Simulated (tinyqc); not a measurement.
Metal-interlayer-semiconductor contact, depinning against tunnelling resistance: two steps of the calculation.

Zero bias, n-type semiconductor. Gap states at the semiconductor surface thin out as exp(-be ti), which unpins the barrier; electrons must then cross the interlayer (a rectangular barrier, no voltage drop across it) and the parabolic depleted layer, both by WKB. Energies E are counted from the Fermi level; no image force, parabolic bands.

Parameters, values chosen for the exercise; semiconductor values close to those of 4H silicon carbide; interlayer mass of the order of that in hafnium oxide, offset chosen freely: temperature T = 250 K; band gap Eg = 3.29 eV; relative permittivity eps_r = 9.76; electron affinity chi = 3.53 eV; conduction-band density of states at T Nc = 1.29e19 cm^-3; tunnelling mass in the semiconductor mt = 0.2 m0; Richardson mass mA = 0.358 m0; donor density Nd = 4.2e18 cm^-3; charge-neutrality level above the valence band E0 = 1.9 eV; pinning factor without interlayer S0 = 0.64; metal work function phiM = 4.08 eV; interlayer thickness ti = 1.4 nm; conduction-band offset of the interlayer above the semiconductor dE = 1.52 eV; tunnelling mass in the interlayer mi = 0.2 m0; decay constant of gap states through the interlayer be = 5.9 1/nm.

Constants: q = 1.602176634e-19 C, kB = 1.380649e-23 J/K, eps0 = 8.8541878128e-12 F/m, hbar = 1.054571817e-34 J s, h = 6.62607015e-34 J s, m0 = 9.1093837015e-31 kg, Vt = kB T/q, hbar^2/(2 m0) = 0.0380998212 eV nm^2. Results are converted to the units shown.

Task 1. Pinning, barrier and scales. S = 1/(1 + (1/S0 - 1) exp(-be ti)); phiB = S (phiM - chi) + (1 - S)(Eg - E0); xi = Ec - EF deep inside, from Nd = Nc F(-xi/Vt), F(x) = (2/sqrt(pi)) int_0^infinity sqrt(u) du/(1 + exp(u - x)); band bending U = phiB - xi; E00 = (hbar/2) sqrt(Nd/(eps0 eps_r mt m0)) in volts; A = 4 pi q mA m0 kB^2/h^3.

Find: S; phiB; xi; U; E00; A.

Result 1.

S = 0.99985
phiB = 0.55012 eV
xi = 0.021706 eV
U = 0.52842 eV
E00 = 0.027234 eV
A = 43.022 A/(cm^2 K^2)

Task 2. Exponents and integrand on an energy grid. With U = phiB - xi: for xi < E < phiB, y = (E - xi)/U and G1 = (U/E00) [sqrt(1 - y) - y ln((1 + sqrt(1 - y))/sqrt(y))], G1 = 0 above phiB; G2 = 2 ti sqrt(mi max(phiB + dE - E, 0)/C), C = hbar^2/(2 m0); f = 1/(1 + exp(E/Vt)); integrand exp(-G1 - G2) f.

E, point 0 to 13 (eV): [0.03, 0.06385, 0.09769, 0.13154, 0.16538, 0.19923, 0.23308, 0.26692, 0.30077, 0.33462, 0.36846, 0.40231, 0.43615, 0.47]
phiB = 0.55012220 eV
xi = 0.021706029 eV
E00 = 0.027234038 eV

Find: G1; G2; f; integrand.

Result 2.

G1, point 0 to 13: [18.41, 15.62, 13.42, 11.53, 9.87, 8.37, 7.02, 5.80, 4.70, 3.71, 2.82, 2.04, 1.36, 0.79]
G2, point 0 to 13: [9.163, 9.087, 9.010, 8.932, 8.854, 8.775, 8.695, 8.615, 8.533, 8.451, 8.369, 8.285, 8.200, 8.115]
f, point 0 to 13: [0.1990, 0.04909, 0.01062, 0.002225, 4.633e-4, 9.631e-5, 2.001e-5, 4.160e-6, 8.645e-7, 1.796e-7, 3.734e-8, 7.759e-9, 1.613e-9, 3.351e-10]
integrand, point 0 to 13 (in units of 1e-12): [0.211, 0.918, 1.926, 2.878, 3.435, 3.447, 2.989, 2.281, 1.548, 0.942, 0.517, 0.256, 0.114, 0.046]

Computed by the program tinyqc: `OMP_NUM_THREADS=1 python tinyqc.py 2270011 2270012 out.jsonl`, one thread of a shared Intel Xeon 2.30GHz, about 0.02 s for the whole run.
